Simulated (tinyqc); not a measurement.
MOSFET in saturation, small-signal circuit and noise: one step of the calculation.

Bias by the inversion coefficient IC = I/Ispec (charge-based model with velocity saturation; weak inversion below 0.1, strong above 10). Common-source circuit: gm, gds, Cgs, Cgd and Cj at the inner nodes, Rg in series with the gate; quasi-static, no source or drain resistance, no gate-body capacitance, no substrate network, no induced gate noise, so fmax is an upper estimate.

Task. Capacitances, gate resistance and cut-off frequencies. qs = [sqrt(1 + 4 IC) - 1]/2, Cgs = Cox W L qs (2 qs + 3)/(3 (qs + 1)^2) + Cov W, Cgd = Cov W, Cd = Cj W, Rg = Rsh (Wf/L)/(12 Nf) + Rc/W with Nf = W/Wf fingers (not rounded) contacted at both ends. fT = gm/(2 pi (Cgs + Cgd)), fmax = fT/(2 sqrt(Rg (gds + 2 pi fT Cgd))).

Values chosen for this exercise:
```
symbol,value,unit,meaning
L,130,nm,gate length
W,40,um,total gate width
Cox,0.67,uF/cm^2,gate capacitance
Cov,0.29,fF/um,overlap and fringe capacitance per side
Cj,0.6,fF/um,drain junction capacitance
Rsh,15,ohm,sheet resistance of the gate
Wf,0.5,um,finger width
Rc,100,ohm um,gate contact and vertical resistance
IC,4.5,,inversion coefficient
```

gm = 6.5835486 mS
gds = 0.20409001 mS

Give: Cgs; Cgd; Cd; Rg; fT; fmax.

Result.

Cgs = 28.875 fF
Cgd = 11.600 fF
Cd = 24.000 fF
Rg = 2.5601 ohm
fT = 25.888 GHz
fmax = 176.92 GHz

Overlap and fringe make up 57.3 % of the gate capacitance; fmax is 6.83 times fT.

tinyqc, about 0.01 s, one thread, Intel Xeon 2.30GHz (shared host): `OMP_NUM_THREADS=1 python tinyqc.py 2150015 2150016 out.jsonl`
